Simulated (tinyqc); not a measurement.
Armchair graphene nanoribbon in tight binding: one step. The Hamiltonian at k. Two cases, with inputs chosen for the exercise.

Task: Fill in the matrix.

An armchair ribbon of N dimer lines, width (N - 1) sqrt3 acc/2, period 3 acc, one pz orbital a site. In line n, A_n binds to B_n with -t exp(ik/3), times (1 + d) in the two edge lines, and to B_(n-1) and B_(n+1) with -t exp(-ik/6); k runs from -pi to pi. For d = 0 the modes across the ribbon are sin(n p pi/(N + 1)), p = 1 to N, with E = -/+ t sqrt(1 + 4 c^2 + 4 c cos(k/2)), c = cos(p pi/(N + 1)).

Give: H(k).

Case 1.

Values chosen (near those used for graphene; shifted at random, so the results belong to these values and not to a real crystal): t = 2.88 eV (hopping); N = 3 (dimer lines); d = 0 (relative strengthening of the edge bonds); k = 0.42 (k times the period 3 acc).

Result:

H(k) (eV), rows A1, A2, A3, B1, B2, B3 and columns alike:
$$\begin{pmatrix}
0 & 0 & 0 & -2.8518-0.4019i & -2.8729+0.2014i & 0 \\
0 & 0 & 0 & -2.8729+0.2014i & -2.8518-0.4019i & -2.8729+0.2014i \\
0 & 0 & 0 & 0 & -2.8729+0.2014i & -2.8518-0.4019i \\
-2.8518+0.4019i & -2.8729-0.2014i & 0 & 0 & 0 & 0 \\
-2.8729-0.2014i & -2.8518+0.4019i & -2.8729-0.2014i & 0 & 0 & 0 \\
0 & -2.8729-0.2014i & -2.8518+0.4019i & 0 & 0 & 0
\end{pmatrix}$$

Case 2.

Values chosen (near those used for graphene; shifted at random, so the results belong to these values and not to a real crystal): t = 2.87 eV (hopping); N = 4 (dimer lines); d = 0.1 (relative strengthening of the edge bonds); k = 0.74 (k times the period 3 acc).

Result:

H(k) (eV), rows A1, A2, A3, A4, B1, B2, B3, B4 and columns alike:
$$\begin{pmatrix}
0 & 0 & 0 & 0 & -3.0614-0.7709i & -2.8482+0.3531i & 0 & 0 \\
0 & 0 & 0 & 0 & -2.8482+0.3531i & -2.7831-0.7008i & -2.8482+0.3531i & 0 \\
0 & 0 & 0 & 0 & 0 & -2.8482+0.3531i & -2.7831-0.7008i & -2.8482+0.3531i \\
0 & 0 & 0 & 0 & 0 & 0 & -2.8482+0.3531i & -3.0614-0.7709i \\
-3.0614+0.7709i & -2.8482-0.3531i & 0 & 0 & 0 & 0 & 0 & 0 \\
-2.8482-0.3531i & -2.7831+0.7008i & -2.8482-0.3531i & 0 & 0 & 0 & 0 & 0 \\
0 & -2.8482-0.3531i & -2.7831+0.7008i & -2.8482-0.3531i & 0 & 0 & 0 & 0 \\
0 & 0 & -2.8482-0.3531i & -3.0614+0.7709i & 0 & 0 & 0 & 0
\end{pmatrix}$$

Computed by tinyqc, one run a case: `OMP_NUM_THREADS=1 python tinyqc.py N N+1 out.jsonl` with N = 1482760, 1482788; one thread of a shared Intel(R) Xeon(R) Processor @ 2.30GHz, about 0.05 s a run at most.
